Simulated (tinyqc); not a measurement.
Composition from the perpendicular lattice constant.

Problem. The layer is x parts of the first compound and 1 - x of the second, grown coherently on the second as substrate and barrier. Rows of the table: lattice constant a, average valence level Ea on an absolute scale, spin-orbit splitting so, gaps at Gamma, X and L, hydrostatic deformation potentials av and ac (Gamma), shear potential b, elastic constants, electron and heavy-hole (along z) masses. All are interpolated linearly in x; gaps get -C x (1 - x), taken wholly in the conduction band; real line-ups can differ from this model by 0.1 eV or more. In-plane strain e = (a_substrate - a)/a, e_z = -2 (c12/c11) e, volume change 2 e + e_z. X-ray diffraction gives a_z = a (1 + e_z) of the coherent layer. Find x, e and the relaxed Gamma gap.

Inputs (values chosen for the exercise):
```
symbol  value  unit                  meaning
CG        0.1    eV  bowing of the Gamma gap
CX       0.27    eV      bowing of the X gap
CL       0.27    eV      bowing of the L gap
```

Binary compounds, values chosen for the exercise:
```
,close to InAs,close to InP
a (angstrom),6.058,5.869
Ea (eV),-6.67,-7.04
so (eV),0.375,0.111
EG (eV),0.355,1.34
EX (eV),1.37,2.22
EL (eV),1.06,1.93
av (eV),1.01,1.28
ac (eV),-5.06,-5.08
b (eV),-1.81,-1.69
c11 (GPa),82.1,101
c12 (GPa),45,56.4
me (m0),0.0232,0.08
mh (m0),0.331,0.528
```

lattice constant along the growth direction = 5.98474201 angstrom

Answer. a_z changes steadily with x, about (1 + 2 c12/c11) times as fast as the relaxed lattice constant, so one composition matches.

x = 0.2900
e = -0.9252 %
relaxed Gamma gap = 1.034 eV

Numbers from tinyqc (`OMP_NUM_THREADS=1 python tinyqc.py 2690052 2690053 out.jsonl`; about 0.01 s on one thread of a shared Intel Xeon 2.30GHz).
